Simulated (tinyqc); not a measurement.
Rectangular fin or nanosheet with a gate all round, subbands and threshold shift from confinement: charge and subband filling against gate voltage.

Undoped body with a flat potential across it, hard walls, transport along x. One isotropic valley (g = 1, mx = my = mz = me). Non-parabolicity enters the subband edges through E (1 + al E) = gamma, so E = 2 gamma/(1 + sqrt(1 + 4 al gamma)); motion within a subband is taken as parabolic with the band-edge mass. Energies are counted from the bulk band edge.

gamma = C pi^2 [a^2/(my (t + dl)^2) + b^2/(mz (H + dl)^2)], C = hbar^2/(2 m0). Each subband has N_k = g sqrt(2 mx m0 kB T/(pi hbar^2)). With degeneracy n = sum N_k F((EF - E_k)/Vt), F(x) = (1/sqrt(pi)) int_0^infinity u^(-1/2) du/(1 + exp(u - x)); gate: Vg = EF + q n/(Cg P), P = 2 (t + H), summed over the 60 lowest subbands at most, with Vg counted from the value that would put EF at the bulk band edge of an empty body. Cq = q dn/dEF.

Inputs (values chosen for the exercise); masses close to those of InAs:
```
symbol   value     unit                                                meaning
T          200        K                                            temperature
me      0.0233       m0                                  mass at the band edge
al         2.7     1/eV                                       non-parabolicity
t          8.9       nm                                        width (along y)
dl         0.3       nm  widening of the box by penetration into the insulator
Cg         1.8  uF/cm^2                 gate capacitance per area of interface
H         35.6       nm                                       height (along z)
```

Constants: q = 1.602176634e-19 C, kB = 1.380649e-23 J/K, hbar = 1.054571817e-34 J s, m0 = 9.1093837015e-31 kg, Vt = kB T/q, hbar^2/(2 m0) = 0.0380998212 eV nm^2. Results are converted to the units shown.

Results:

| Vg (V) | EF - E_1 (eV) | n (cm^-1) | n/P (cm^-2) | share of the lowest subband (%) | Cq/(Cg P) | total C/(Cg P) |
|---|---|---|---|---|---|---|
| 0 | -0.1458 | 166.9 | 1.875e7 | 73.50 | 9.683e-5 | 9.682e-5 |
| 0.25 | 0.07237 | 3.183e6 | 3.577e11 | 40.87 | 0.4502 | 0.3105 |
| 0.38 | 0.1598 | 7.443e6 | 8.363e11 | 26.60 | 0.5197 | 0.3420 |
| 0.5 | 0.2341 | 1.201e7 | 1.350e12 | 20.01 | 0.8146 | 0.4489 |
| 0.62 | 0.2936 | 1.806e7 | 2.029e12 | 14.91 | 1.143 | 0.5334 |
| 0.75 | 0.3529 | 2.513e7 | 2.823e12 | 11.76 | 1.227 | 0.5509 |
| 0.88 | 0.4105 | 3.237e7 | 3.637e12 | 9.848 | 1.286 | 0.5626 |
| 1 | 0.4617 | 3.924e7 | 4.409e12 | 8.616 | 1.428 | 0.5881 |

Estimate the missing row, Vg = 0.12 V.

Computed row:

| Vg (V) | EF - E_1 (eV) | n (cm^-1) | n/P (cm^-2) | share of the lowest subband (%) | Cq/(Cg P) | total C/(Cg P) |
|---|---|---|---|---|---|---|
| 0.12 | -0.02726 | 1.456e5 | 1.636e10 | 71.61 | 0.07623 | 0.07083 |

With this row back in the table: EF passes E_1 = 0.146 eV at Vg = 0.151 V. The share of the lowest subband falls from 73.5 to 8.62 % and the total capacitance rises from 9.68e-5 to 0.588 of Cg P. In the last row 43 % of an added gate voltage goes into raising EF (from the last two rows). For Vg = 0.5, 0.62, 0.75, 0.88, 1 the charge would bend the potential across the body noticeably, which is left out.

Range of the model: Non-parabolicity also makes carriers heavier within each subband, which is left out, so densities of states are understated at high energy.

Program tinyqc, `OMP_NUM_THREADS=1 python tinyqc.py 2350085 2350086 out.jsonl`; Intel Xeon 2.30GHz, shared host, one thread, about 0.08 s.
